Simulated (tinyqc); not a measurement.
# Loss and coupling from a measured resonance

Problem. An all-pass ring of radius Rr has F = FSR/FWHM = pi sqrt(a t)/(1 - a t) and Tmin = (a - t)^2/(1 - a t)^2; it is known to be overcoupled (t < a). a = 10^(-al L/20), L = 2 pi Rr, k2 = 1 - t^2, FSR = lam^2/(ng L). Find ng, al and k2.

Inputs (values chosen for the exercise):

| symbol | value | unit | meaning |
|---|---|---|---|
| lam | 1310 | nm | cold resonance wavelength |
| Rr | 7.5 | um | ring radius |

FSR = 8.860528721 nm
FWHM = 57.29687747 pm
Tmin (linear) = 0.02114033798

Answer. The finesse gives the product a t, Tmin the difference |a - t|; the spectrum alone cannot tell which is which.

ng = 4.11
al = 16.0 dB/cm
k2 = 0.0230

Numbers from tinyqc (`OMP_NUM_THREADS=1 python tinyqc.py 2650009 2650010 out.jsonl`; about 0.01 s on one thread of a shared Intel Xeon 2.30GHz).
